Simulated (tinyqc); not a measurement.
Inside a calculation: bond-orbital model of a tetrahedral semiconductor (Harrison's universal couplings). Values are carried at full precision from step to step, so a last printed digit may differ when a step is redone from the rounded ones.

Hybrid level eh = (es + 3 ep)/4; metallic energy V1 = (ep - es)/4 for each atom; covalent energy V2 = 3.22 hbar^2/(m d^2); polar energy V3 = (ehc - eha)/2; hbar^2/m = 2c, c = hbar^2/2m0. Polarity ap = V3/sqrt(V2^2 + V3^2), covalency ac = V2/sqrt(V2^2 + V3^2). p-p coupling at Gamma Exx = (4/3)(2.22 - 2 x 0.63) hbar^2/(m d^2) = 1.28 hbar^2/(m d^2), s-s coupling Ess = 4 x 1.32 hbar^2/(m d^2).

Constants: hbar^2/2m0 = 3.80998211 eV angstrom^2.

Inputs chosen for the exercise (near tabulated values for GaN; the model gives trends, and its gaps can be far from the real ones; not measured data): esc = -11.47 eV (s level, cation); epc = -5.71 eV (p level, cation); esa = -26.41 eV (s level, anion); epa = -13.99 eV (p level, anion); d = 1.96 angstrom (bond length); Z = 5 (valence electrons of the anion).

## The three energies

Form the hybrid levels, V1, V2 and V3.

hbar^2/(m d^2) = 1.9835 eV

hybrid levels (eV): cation -7.1500, anion -17.0950

V1 (eV): cation 1.4400, anion 3.1050

V2, V3 (eV): 6.3870  4.9725

## Bond and antibond

The 2 x 2 problem [[ehc, -V2], [-V2, eha]] gives (ehc + eha)/2 -/+ sqrt(V2^2 + V3^2); ap = V3/sqrt(V2^2 + V3^2), ac = V2/sqrt(V2^2 + V3^2); the bond has weight (1 + ap)/2 on the anion.

levels (eV): bond -20.2169, antibond -4.0281

ap = 0.6143
ac = 0.7891
weight on the anion = 0.8072

## Charges

With dZ = Z - 4: effective charge Z* = 4 ap - dZ (positive on the cation); transverse charge eT* = Z* + (8/3) ap ac^2.

Z* = 1.457 e
eT* = 2.477 e

Charge that flows along the bonds as they stretch adds 1.02 e to the static value.

## Metallicity and a gap from the bond picture

Neighbouring bonds couple through V1: averaged V1b = V1c (1 - ap)/2 + V1a (1 + ap)/2 for the bond band and V1x = V1c (1 + ap)/2 + V1a (1 - ap)/2 for the antibond band. The top of the bond band lies V1b above the bond level and the bottom of the antibond band 3 V1x below the antibond level, so the gap is 2 sqrt(V2^2 + V3^2) - V1b - 3 V1x; metallicity am = (V1b + 3 V1x)/(2 sqrt(V2^2 + V3^2)).

V1b, V1x (eV): 2.7839  1.7611

gap = 8.122 eV
am = 0.498

The gap closes where am reaches one. The model gives trends; its gap can miss the real one by a factor of two to five, most in ratio for narrow gaps and most in eV for first-row compounds.

## Band edges at Gamma

Ev is the lower root of [[epa, Exx], [Exx, epc]] and the s-like conduction level the upper root of [[esa, Ess], [Ess, esc]], with Exx = 1.28 u and Ess = 5.28 u, u = hbar^2/(m d^2).

Exx, Ess (eV): 2.5389  10.4731

Ev = -14.707 eV
s-like conduction level = -6.076 eV
E0 gap = 8.631 eV

Universal couplings give the trend of E0 from compound to compound, not its value; it can miss by several eV and by a factor of two or more, and spin-orbit coupling is left out.

## Checks

- Bond level from the formula against the 2 x 2 matrix: both -20.2169.

Program tinyqc; command `OMP_NUM_THREADS=1 python tinyqc.py 1480018 1480019 out.jsonl`; about 0.01 s on one thread of a shared Intel(R) Xeon(R) Processor @ 2.30GHz.
